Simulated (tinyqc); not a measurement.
As the film thickens, and with more bath resistance: electroplating on a thin resistive seed layer: kinetics, Wagner number and the terminal effect across a wafer. Computed by tinyqc, a small Python program. Command: `OMP_NUM_THREADS=1 python tinyqc.py 3121367 3121368 out.jsonl terminal walk`. One thread of a shared host (Intel(R) Xeon(R) Processor @ 2.30GHz), about 0.02 s of CPU time with the checks.

Current enters the seed at the rim. The bath is treated as a local resistance per area (no lateral flow in the liquid), two electrons per ion, molar volume 7.11 cm^3/mol, Faraday constant F = e N_A, kinematic viscosity 0.01 cm^2/s, omega = 2 pi x rpm/60; k_B T/e is in volts.

Inputs (values chosen for the exercise, of the order of those for copper plating on a thin cobalt or ruthenium seed): wafer radius R = 10 cm; seed thickness t = 110 nm; seed resistivity = 9.5 microohm cm; bath conductivity kappa = 0.25 S/cm; gap to the anode h = 3.5 cm; extra resistance of a porous plate = 0 ohm cm^2; exchange current density i_0 = 0.72 mA/cm^2; cathodic transfer coefficient alpha = 0.77; mean current density = 18 mA/cm^2; diffusivity of the metal ion = 6.3e-06 cm^2/s; metal ion concentration = 0.33 mol/L; rotation rate = 60 rpm; temperature T = 298 K.

Constants: e = 1.602176634e-19 C; N_A = 6.02214076e+23 1/mol; k_B = 8.617333262e-05 eV/K.

Method:
- Growth rate = i V_m/(2 F). Levich limit i_L = 0.62 x 2 F D^(2/3) omega^(1/2) nu^(-1/6) c. Tafel overpotential eta = (k_B T/(alpha e)) ln(i/i_0); kinetic resistance k_B T/(alpha e i); bath resistance h/kappa + plate; R_s = resistivity/t; Wagner number = kinetic resistance x kappa/R.
- Full model: seed potential phi(r) with (1/r)(r phi')' = R_s i, where i solves phi = R_b i + (k_B T/(alpha e)) ln(i/i_0) (phi being the driving voltage left at r); phi'(0) = 0 and phi'(R) = R_s i_mean R/2. Solved by collocation to a tolerance of 1e-7.
- The film is taken as uniform, with the seed resistivity; the last column adds 100 ohm cm^2 to R_b. Extra power of that plate = i^2 x 100 ohm cm^2 x area.

sheet resistance R_s = 0.863636 ohm/square

bath resistance R_b = 14 ohm cm^2

Edge over centre:
```
thickness (nm)  R_s (ohm/square)  as given  with 100 ohm cm^2 more
110                      0.86364    2.8674                  1.1952
165                      0.57576    2.1264                  1.1282
220                      0.43182    1.8021                  1.0954
330                      0.28788    1.5070                  1.0631
550                      0.17273    1.2913                  1.0376
1100                     0.08636    1.1409                  1.0187
2200                     0.04318    1.0693                  1.0093
```

extra power = 10.179 W

The ratio falls below 1.1 from 2200 nm on as given, and from 220 nm on with the added resistance: what counts is R_s R^2 against the sum of kinetic and bath resistance.
